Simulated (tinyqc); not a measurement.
What moves the results: Slater-Koster d bands of a bcc metal. A value that a table varies takes the place of the one given here.

Slater-Koster d bands. For a bond with direction cosines (l, m, n) the 5 x 5 block is dds Ps + ddp Pp + ddd (1 - Ps - Pp), the projectors on sigma, pi and delta states about the bond; for instance <xy|xy> = 3 l^2 m^2 dds + (l^2 + m^2 - 4 l^2 m^2) ddp + (n^2 + l^2 m^2) ddd, <xy|yz> = 3 l m^2 n dds + l n (1 - 4 m^2) ddp + l n (m^2 - 1) ddd and <3z2-r2|3z2-r2> = (n^2 - (l^2 + m^2)/2)^2 dds + 3 n^2 (l^2 + m^2) ddp + (3/4)(l^2 + m^2)^2 ddd. H(k) sums the blocks times cos(k.R) over the neighbours; the d level is the zero of energy; k in 2 pi/a.

Neighbours: eight at (a/2)(1,1,1) and equivalents, and six at a(1,0,0) and equivalents with the integrals times f2.

Mesh: k = f1 b1 + f2 b2 + f3 b3 with fractions (j + 1/2)/N, j = 0 to N - 1, and b = (-1,1,1), (1,-1,1), (1,1,-1) for fcc, (0,1,1), (1,0,1), (1,1,0) for bcc, unit vectors for simple cubic. The lowest Nd/10 of all levels are filled with two electrons each; the bond energy is their sum per atom.

Values chosen for the exercise (of the size met in Mo; not measured data):
- dds = -1.212 eV (dd sigma)
- ddp = 0.63 eV (dd pi)
- ddd = -0.085 eV (dd delta)
- f2 = 0.65 (factor on all three integrals for second neighbours)
- N = 8 (mesh)

## Band filling: full bands against the rectangular model

W = sqrt(12 mu2) with mu2 the mean square level on the mesh; rectangular model: Fermi level W (Nd/10 - 1/2), bond energy -W Nd (10 - Nd)/20. The Fermi level of the mesh is the highest filled level.

Per atom (eV):
```
Nd  EF, bands  bond energy, bands  EF, rectangle  bond energy, rectangle
1      -2.885              -3.433         -3.035                  -3.415
2      -2.399              -6.139         -2.276                  -6.070
3      -1.750              -8.290         -1.518                  -7.967
4      -0.671              -9.575         -0.759                  -9.106
5       0.531              -9.543          0.000                  -9.485
6       1.120              -8.702          0.759                  -9.106
7       1.525              -7.369          1.518                  -7.967
8       2.044              -5.622          2.276                  -6.070
9       2.738              -3.307          3.035                  -3.415
```

W = 7.588 eV
full width on the mesh = 9.182 eV

The bond energy is deepest at Nd = 4 (-9.575 eV); the rectangle has its minimum at 5. The two differ most at Nd = 7, by 0.599 eV or 6 % of the deepest value: the second moment fixes the parabola, and higher moments the rest. At Nd = 3 and 7 the bands give -8.290 and -7.369 eV, a skew towards less than half filling.

## Which lattice a d-band metal prefers

fcc has twelve neighbours, bcc eight and six (the six times f2), simple cubic six. The integrals of bcc and sc are scaled so that all three have the second moment of fcc, which stands for equal repulsion (structural energy difference theorem). s and p electrons are left out.

Bond energy per atom:
```
Nd  fcc (eV)  bcc - fcc (meV)  sc - fcc (meV)
1     -3.864              200            -100
2     -6.527              -25             -40
3     -8.534             -314             179
4     -9.868             -352             571
5    -10.278               92             809
6     -9.680              393             384
7     -8.225              360            -130
8     -6.105              105            -462
9     -3.330             -199            -633
```

scale factors: bcc 1.0673, sc 1.4142

mu3/mu2^1.5: fcc -0.164, bcc -0.174, sc 0.000

mu4/mu2^2: fcc 1.848, bcc 1.806, sc 2.384

largest change of a difference when N is raised to 14 = 62 meV

fcc is lowest for Nd = 5 and 6. bcc is lowest for Nd = 3 and 4. sc is lowest for Nd = 1, 2, 7, 8 and 9. bcc gains most on fcc at Nd = 4 (-352 meV). A small fourth moment marks a two-peaked band, which tends to favour fillings near one half; bcc has -2 % against fcc, and at Nd = 5 it lies +92 meV from fcc, which the fourth moment alone does not explain (differences of a few tens of meV are within the error of the mesh; hcp is left out, and this d-only model can miss the lattice of the real metal). The third moments, from three-membered rings, skew the bands. That simple cubic wins anywhere comes from keeping d bands and equal second moments alone; no transition metal takes it. Differences below about 62 meV are within the error of this mesh, and the s and p electrons left out weigh most where the d band is nearly empty or full.

## What each integral does

Levels at Gamma, E(t2g) = (8/3) dds + (16/9) ddp + (32/9) ddd + f2 (4 ddp + 2 ddd), E(eg) = (16/3) ddp + (8/3) ddd + f2 (3 dds + 3 ddd), and W = sqrt(12 mu2), the width of a rectangular band with the same second moment mu2 = z (dds^2 + 2 ddp^2 + 2 ddd^2)/5, z = 8 + 6 f2^2. Each row changes one parameter from the base and keeps the others.

Results:
```
case              t2g (eV)  eg (eV)  W (eV)
base               -0.8867   0.6042  7.5879
dds = -1.0302 eV   -0.4019   0.9587  6.8753
ddp = 0.5355 eV    -1.3004   0.1002  7.2116
ddd = -0.0723 eV   -0.8251   0.6628  7.5813
f2 = 0.7475        -0.6576   0.2248  7.8768
```

The largest shifts from the base row, up to three for each result and ties (the steps differ in size, so this ranks the rows, not the parameters). t2g (eV): dds +0.4848, ddp -0.4137, f2 +0.2291. eg (eV): ddp -0.5040, f2 -0.3794, dds +0.3545. W (eV): dds -0.7126, ddp -0.3763, f2 +0.2889. The ratio of the shifts of t2g and eg names the integral: it is the ratio of the coefficients in the two formulas.

Computed by tinyqc, a small Python program: `OMP_NUM_THREADS=1 python tinyqc.py 1452679 1452680 out.jsonl` (the numbers bound the seed that draws the inputs); one thread of a shared host (Intel(R) Xeon(R) Processor @ 2.30GHz), about 0.02 s for the whole set of steps.
